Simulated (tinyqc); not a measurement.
Worked calculation: delta-doped layer in the Thomas-Fermi potential. Values are carried at full precision from step to step, so a last printed digit may differ when a step is redone from the rounded ones.

All donors ionised in the plane z = 0, zero temperature, energies from the Fermi level EF of the Thomas-Fermi model, which lies at the bulk band edge; c = hbar^2/2m0, q = e^2/(4 pi eps0). Layer in a (001) plane: two valleys with m_z = ml, m_d = mt (unprimed) and four with m_z = mt, m_d = sqrt(ml mt) (primed); m3 = (ml mt^2)^(1/3), gv = 6. With n = (gv/3 pi^2)(m3 (-V)/c)^(3/2) and V'' = -(4 pi q/eps) n for z > 0, the solution is V = -b/(|z| + z0)^4 with sqrt(b) = 20/K, K = (4 pi q/eps)(gv/3 pi^2)(m3/c)^(3/2), and z0^5 = 4b/(e F0), e F0 = 2 pi q N/eps; 1e13/cm^2 = 1e-3/angstrom^2. Exchange and correlation are left out.

Constants: hbar^2/2m0 = 3.80998211 eV angstrom^2; e^2/(4 pi eps0) = 14.39964547 eV angstrom.

Values chosen for the exercise (near those of a delta-doped layer in Si; the results hold for these values, not for the real material):
```
symbol  value  unit         meaning
ml      0.901  m0           longitudinal mass
mt      0.191  m0           transverse mass
eps     11.9                dielectric constant
N       3.8    x 1e13/cm^2  donor sheet density
```

## The Thomas-Fermi well

Give K, b, e F0, z0 and the depth b/z0^4.

K = 0.075120 eV^(-1/2) angstrom^-2
b = 70884 eV angstrom^4
e F0 = 0.028891 eV/angstrom
z0 = 25.02 angstrom
depth = 0.1807 eV

Half of the electrons lie within |z| < (2^(1/5) - 1) z0 = 3.7 angstrom. The mean donor spacing in the plane is 16.2 angstrom, against a Bohr radius 0.529177 eps/m3 = 19.7 angstrom: the spacing is not small against it, so the smeared sheet is a crude model.

## Profile

V = -b/(|z| + z0)^4, n and the share of electrons beyond |z|, (z0/(|z| + z0))^5, at z = 0, 0.1, 0.25, 0.5, 1 and 2 times z0; n = (eps/(4 pi q)) 20 b/(|z| + z0)^6, q = e^2/(4 pi eps0), 1/angstrom^3 = 1e24/cm^3.

Profile:
```
z (angstrom)   V (eV)  n (1e19/cm^3)  share beyond
0.0           -0.1807           38.0         1.000
2.5           -0.1235           21.4         0.621
6.3           -0.0740           9.95         0.328
12.5          -0.0357           3.33         0.132
25.0          -0.0113          0.593         0.031
50.0          -0.0022         0.0521         0.004
```

## Subbands

Subbands solve -(c/m_z) psi'' + V psi = E psi on 1280 points of spacing z0/80; up to ten levels for each group, kept if bound with an rms width below 2.5 z0.

List the bound levels with their rms width.

Subbands:
```
label  valleys g  m_d (m0)   E (eV)  rms z (angstrom)
0              2    0.1910  -0.0748               7.3
0'             4    0.4148  -0.0411              17.8
1              2    0.1910  -0.0068              30.2
```

The lowest level lies 59 % of the way up the well, and 0' follows 34 meV higher.

## Filling the subbands

At zero temperature n_i = g m_d (mu - E_i)/(2 pi c) for E_i < mu, c = hbar^2/2m0; find mu from sum n_i = N (1e13/cm^2 = 1e-3/angstrom^2).

mu = -0.0035 eV

n_i in the order of the list (1e13/cm^2): 1.138  2.609  0.053

3 subbands filled in part, the lowest with 30 % of the electrons. The potential was built for a Fermi level at 0; filling its quantised levels puts mu 1.9 % of the depth below that, which shows how nearly the two pictures agree. The fullest is 0', with 69 %.

## Estimate from a V-shaped well

Near z = 0 the well is -depth + e F0 |z|, whose levels are a (c (e F0)^2/m_z)^(1/3) with a = 1.018793 (even) and 2.338107 (odd); c = hbar^2/2m0, m_z = ml, for the unprimed levels.

levels 0 and 1 (eV): -0.0256  0.1752

Level 0 comes out 49 meV too high, since screening flattens the true well away from the plane, and level 1 lands above the rim at 0.

## Checks

- Integral of the Thomas-Fermi density against N, 1e13/cm^2: both 3.800.
- Lowest level on a finer grid (z0/200), eV: both -0.075.

(tinyqc, `OMP_NUM_THREADS=1 python tinyqc.py 1280307 1280308 out.jsonl`, Intel(R) Xeon(R) Processor @ 2.30GHz, 1 thread, shared host, about 0.1 s.)
